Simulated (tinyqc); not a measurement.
# Precursor delivery by bubblers, mass-transport growth and the solid composition of a III-V alloy, step by step

A worked calculation. Computed by tinyqc, a small Python program that keeps every step. Command: `OMP_NUM_THREADS=1 python tinyqc.py 3028573 3028574 out.jsonl movpe_thermo walk`. One thread of a shared host (Intel(R) Xeon(R) Processor @ 2.30GHz), about 0.02 s of CPU time with the checks. Intermediate numbers are printed to about 5 digits and carried at full precision; extremes and crossings named in words are read from the listed rows.

1 sccm = 44.615 micromol/min; 1 torr = 133.322 Pa. The sources decompose fully at the surface.

Inputs (values chosen for the exercise, modelled on trimethylgallium (source 1) and trimethylindium (source 2) for the vapour pressures):
```
quantity                                                value      unit
bath temperature T1                                       261         K
bath temperature T2                                       306         K
bubbler pressure p_b                                      600      torr
carrier flow F1                                            12      sccm
carrier flow F2                                            69      sccm
total flow F_t                                            5.7       slm
group-V flow F_V                                           20      sccm
reactor pressure p                                        200      torr
growth temperature T                                     1050         K
diffusivity at 273 K and 760 torr                        0.49    cm^2/s
flow cross-section A                                       20      cm^2
distance from the leading edge z                          8.7        cm
lattice constant a                                        5.6  angstrom
interaction L0 of the solid                              12.7    kJ/mol
vapour fraction x_v of D among the group-V sources       0.53         -
exchange energy dG_x of AC + (1/2) D2 -> AD + (1/2) C2    -23    kJ/mol
```

Alloy: mixing on the group-V sites.

constants a, b of source 1 (log10 torr, K): 8.04  1703

constants a, b of source 2 (log10 torr, K): 10.5  3014

Constants: k_B = 1.380649e-23 J/K; R = 8.314462618 J/(mol K).

## Bubblers

log10 p_v = a - b/T_bath; molar flow = F x 44.615 x p_v/(p_b - p_v) for a saturated bubbler.

vapour pressure 1 = 32.741 torr

molar flow 1 = 30.901 micromol/min

vapour pressure 2 = 4.4702 torr

molar flow 2 = 23.108 micromol/min

One kelvin of bath error changes flow 1 by 6.1 % and flow 2 by 7.5 %.

## Partial pressures in the reactor

p_i = p n_i/(44615 F_t), F_t in slm; p_V = p F_V/(1000 F_t), counted per molecule supplied; V/III = 44.615 F_V/(n1 + n2); vapour fraction of source 2 = n2/(n1 + n2).

p_1 = 0.024303 torr

p_2 = 0.018173 torr

p_V = 0.70175 torr

V/III ratio = 16.521

vapour fraction of source 2 = 0.42785

## Mass transport

Mean velocity u = (F_t/A)(760/p)(T/273); D = D0 (T/273)^1.75 (760/p); boundary layer delta = sqrt(pi D z/u); flux = D dp/(delta k_B T); growth rate = flux x a^3/4.

velocity u = 69.423 cm/s

D = 19.669 cm^2/s

boundary layer delta = 2.7827 cm

growth rate per torr of group III = 102.74 micrometre/(h torr)

Caution: the boundary layer is a quarter or more of the root of the cross-section, so it fills much of the channel and depletion along the flow matters.

## Solid composition

At high V/III the group-V pressures at the surface equal those supplied, as dimers: p_D2/p_C2 = x_v/(1 - x_v). Equilibrium of the solid AC(1-x)D(x), A standing for the mix of both group-III metals: ln[x/(1 - x)] + L0 (1 - 2x)/(R T) = -dG_x/(R T) + (1/2) ln[x_v/(1 - x_v)]. Growth rate = rate per torr x (p_1 + p_2). Sensitivity dx/dx_v = [1/(2 x_v (1 - x_v))]/[1/(x (1 - x)) - 2 L0/(R T)].

solid fraction x = 0.98373

distribution coefficient x/x_v = 1.8561

dx/dx_v = 0.033696

growth rate = 4.3640 micrometre/h

The solid is richer in D than the vapour. The growth rate is set by group III alone.

## Solid against vapour

At high V/III the group-V pressures at the surface equal those supplied, as dimers: p_D2/p_C2 = x_v/(1 - x_v). Equilibrium of the solid AC(1-x)D(x), A standing for the mix of both group-III metals: ln[x/(1 - x)] + L0 (1 - 2x)/(R T) = -dG_x/(R T) + (1/2) ln[x_v/(1 - x_v)].

Composition:
```
x_v         x  x for L0 = 0   x/x_v
0.02  0.84425       0.66566  42.213
0.05  0.91434       0.76175  18.287
0.10  0.94418       0.82287   9.442
0.25  0.96925       0.88946   3.877
0.50  0.98269       0.93305   1.965
0.75  0.99015       0.96022   1.320
0.90  0.99436       0.97664   1.105
0.95  0.99613       0.98381   1.049
0.98  0.99760       0.98985   1.018
```

dG_x = -23 kJ/mol favours AD: at x_v = 1/2 the ideal solid has x = 0.933. The positive L0 pushes x away from 1/2, to 0.983, and steepens the curve near x = 1/2; at L0 = 2 R T = 17.5 kJ/mol the slope would diverge.

Checks made by the program: the sensitivity to the bath against a difference (relative difference below 1e-10).
